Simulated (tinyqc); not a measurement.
Kinetics of strain relaxation and threading dislocations in mismatched semiconductor layers. Changing the anneal time t. Computed by tinyqc, a small Python program. Command: `OMP_NUM_THREADS=1 python tinyqc.py 3030541 3030542 out.jsonl threading sweep`. One thread of a shared host (Intel(R) Xeon(R) Processor @ 2.30GHz), about 0.01 s of CPU time with the checks.

60-degree dislocations on {111} planes of a (001) layer, isotropic elasticity. The Schmid factor is 1/sqrt(6), and a misfit segment relieves strain with b/2.

Inputs (values chosen for the exercise, modelled on Si(0.8)Ge(0.2) on Si):
```
quantity                         value         unit
misfit f                       0.00786            -
shear modulus G                   63.8          GPa
Poisson ratio nu                  0.27            -
Burgers vector b                  3.88     angstrom
glide activation energy Q         2.15           eV
velocity prefactor v0            39000  m/s per MPa
layer thickness h                  140           nm
anneal temperature T               871            K
initial thread density rho_0     91000       1/cm^2
multiplication constant delta     6000          1/m
```

Sources: multiplication.

Constants: k_B = 8.617333262e-05 eV/K.

Method:
- Excess resolved stress tau = (1/sqrt 6) [2 G (1 + nu)/(1 - nu)] (e - e_eq), e_eq = b (1 - nu/4) [ln(h/b) + 1]/(4 pi (1 + nu) h), the Matthews-Blakeslee strain of an uncapped layer; glide velocity v = v0 tau exp(-Q/(k_B T)), tau in MPa.
- Threads run in two directions, so de/dt = -(b/4) rho v, and they multiply as d rho/dt = delta rho v. With x = e - e_eq, x0 = f - e_eq (fully strained at t = 0) and v = m S x (m the mobility, S x = tau): rho = rho_0 + (4 delta/b)(x0 - x), so dx/dt = -k x (a - x), k = delta m S, a = x0 + b rho_0/(4 delta): a logistic law, x = a/[1 + (a/x0 - 1) exp(k a t)].
- The half time is that at which x = x0/2.

One run for each value:
```
anneal time t (s)  share of the excess strain relieved (%)  strain left e  thread density (1/cm^2)
5.9                                             7.8100e-02      0.0078547               1.2358e+05
10.0                                            1.4824e-01      0.0078500               1.5285e+05
18.0                                            3.3623e-01      0.0078373               2.3127e+05
32.0                                            9.2322e-01      0.0077977               4.7616e+05
56.0                                            3.6487e+00      0.0076139               1.6132e+06
99.0                                            2.7143e+01      0.0060293               1.1415e+07
170.0                                           9.3765e+01      0.0015360               3.9209e+07
310.0                                           9.9995e+01      0.0011158               4.1808e+07
540.0                                           1.0000e+02      0.0011155               4.1810e+07
940.0                                           1.0000e+02      0.0011155               4.1810e+07
```

Over the rows, share of the excess strain relieved (%) rises from 0.0781 to 100; strain left e falls from 0.00785 to 0.00112; thread density (1/cm^2) rises from 124000 to 4.18e7. The curve is S-shaped: slow while threads breed, fast when both stress and density are high, slow again as the stress runs out.

Caution (rows 99.0, 170, 310, 540, 940): blocking of threads by crossing misfit lines, left out here, leaves real layers with more strain.

Extremes, crossings and ranges named in words are read from the listed rows.
